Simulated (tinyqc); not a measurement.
Worked calculation: composition and strain of an epitaxial Si(1-x)Ge(x) layer from Raman and X-ray peaks. Computed by tinyqc, a small Python program that keeps every step. Command: `OMP_NUM_THREADS=1 python tinyqc.py 3026516 3026517 out.jsonl epiraman walk`. One thread of a shared host (Intel(R) Xeon(R) Processor @ 2.30GHz), about 0.01 s of CPU time with the checks. Intermediate numbers are printed to about 5 digits and carried at full precision; extremes and crossings named in words are read from the listed rows.

A (001) layer, biaxially strained in the plane. The Raman peaks follow empirical lines omega = w0 + c1 x + c3 x^3 + b eps (c3 for Si-Ge alone), with eps the in-plane strain.

Inputs (values chosen for the exercise, modelled on silicon-germanium): Ge fraction x = 0.86; degree of relaxation R = 0.63; lattice constant of Si = 5.431 angstrom; lattice constant of Ge = 5.658 angstrom; bowing B = 0.029 angstrom; 2 C12/C11 of Si = 0.765; 2 C12/C11 of Ge = 0.749; Si-Si: w0 = 520.7 1/cm; Si-Si: c1 = -65.8 1/cm; Si-Si: strain coefficient b = -697 1/cm; Si-Ge: w0 = 399.9 1/cm; Si-Ge: c1 = 24.2 1/cm; Si-Ge: c3 = -33.6 1/cm; Si-Ge: strain coefficient b = -600 1/cm; Ge-Ge: w0 = 280.6 1/cm; Ge-Ge: c1 = 18.9 1/cm; Ge-Ge: strain coefficient b = -445 1/cm; uncertainty of a Raman peak = 0.05 1/cm; X-ray wavelength = 1.540598 angstrom.

Substrate: germanium. Pair of peaks used: Si-Si and Ge-Ge.

## Lattice constants and strain

Relaxed lattice constant a(x) = a_Si + (a_Ge - a_Si) x - B x (1 - x). In-plane constant a_par = a_sub + R (a(x) - a_sub); eps = a_par/a(x) - 1; eps_perp = -(2 C12/C11) eps with 2 C12/C11 linear in x; a_perp = a(x) (1 + eps_perp).

relaxed constant a(x) = 5.6227 angstrom

substrate constant a_sub = 5.658 angstrom

a_par = 5.6358 angstrom

in-plane strain eps = 2.3210 per mille

strain along the normal = -1.7436 per mille

a_perp = 5.6129 angstrom

The layer is under tension in the plane and is shortened along the normal.

## Raman peaks

Insert x and eps in the three lines; the strain part is b eps.

Si-Si peak = 462.49 1/cm

Si-Ge peak = 397.95 1/cm

Ge-Ge peak = 295.82 1/cm

strain parts (1/cm): Si-Si -1.6178, Si-Ge -1.3926, Ge-Ge -1.0329

Read as unstrained, the Si-Si peak would give x = 0.885 in place of 0.86. Caution: near either end one of the like-atom peaks is weak, since its intensity follows the number of such bonds.

## X-ray (004) reflection

Bragg angle theta = arcsin(2 lambda/a) for (004), for the substrate with a_sub and the layer with a_perp; separation in arc seconds.

theta of the substrate = 32.996 degree

theta of the layer = 33.295 degree

separation, layer less substrate = 1077.4 arcsec

## Back from two peaks to composition and strain

Unknowns x and eps (per mille). Newton steps: J d = (measured - model), J = [d omega/dx, d omega/d eps] for the two peaks; start at x = 0.5, eps = 0; stop when |d| < 1e-9. The peaks are rounded to 0.001 per cm; R = (a(x)(1 + eps) - a_sub)/(a(x) - a_sub).

peaks used (1/cm): Si-Si 462.494, Ge-Ge 295.821

Iterations:
```
step        x  eps (per mille)  residual 1 (1/cm)  residual 2 (1/cm)
0     0.50000           0.0000            -25.306              5.771
1     0.86000           2.3214              0.000              0.000
```

recovered x = 0.86000

recovered eps = 2.3214 per mille

recovered R = 0.63

## Which pair of peaks is best

For each pair invert J = [d omega/dx, d omega/d eps] at the true x. Independent errors of the given size in both peaks give sigma_x and sigma_eps = uncertainty x (norm of the rows of the inverse of J).

Error propagation:
```
pair               det J     sigma_x  sigma_eps (per mille)
Si-Si and Si-Ge   4.3849    0.010487                0.94478
Si-Si and Ge-Ge  42.4543  9.7392e-04               0.080629
Si-Ge and Ge-Ge   33.746   0.0011068               0.079685
```

The pair Si-Si and Ge-Ge fixes x best (sigma_x = 9.7e-4) and Si-Si and Si-Ge worst (0.010), a factor 11. Strain moves all peaks the same way, so a good pair needs different ratios of composition slope to strain coefficient, best of opposite sign; the slopes here are -65.8, -50.4 and 18.9 per cm for Si-Si, Si-Ge and Ge-Ge. Errors in the coefficients themselves are not counted.

## Relaxation at fixed composition

(004) Bragg angle theta = arcsin(2 lambda/a), with a = a_perp for the layer and a_sub for the substrate; separation = layer less substrate. The apparent x is the one that a fully strained layer (R = 0) would need to give the same a_perp.

Signatures; columns: (1) R; (2) eps (per mille); (3) Si-Si (1/cm); (4) Ge-Ge (1/cm); (5) a_perp (angstrom); (6) (004) separation (arcsec); (7) apparent x if R = 0 is assumed:
```
(1)      (2)     (3)     (4)     (5)     (6)      (7)
0.00  6.2730  459.74  294.06  5.5962  1481.7  0.86000
0.15  5.3321  460.40  294.48  5.6002  1385.2  0.86914
0.30  4.3911  461.05  294.90  5.6042  1288.8  0.87825
0.50  3.1365  461.93  295.46  5.6095  1160.6  0.89038
0.70  1.8819  462.80  296.02  5.6148  1032.6  0.90248
0.85  0.9410  463.46  296.44  5.6188   936.8  0.91153
1.00  0.0000  464.11  296.85  5.6227   841.2  0.92057
```

Full relaxation moves the Si-Si peak by +4.37 per cm and shrinks the X-ray separation to 57 % of its strained value, about 1/(1 + 2 C12/C11). A symmetric reflection alone cannot part x from R: a relaxed layer read as strained gives x = 0.921 in place of 0.86. An asymmetric reflection or a second peak is needed.

Checks made by the program: recovered composition (relative difference 2e-07).
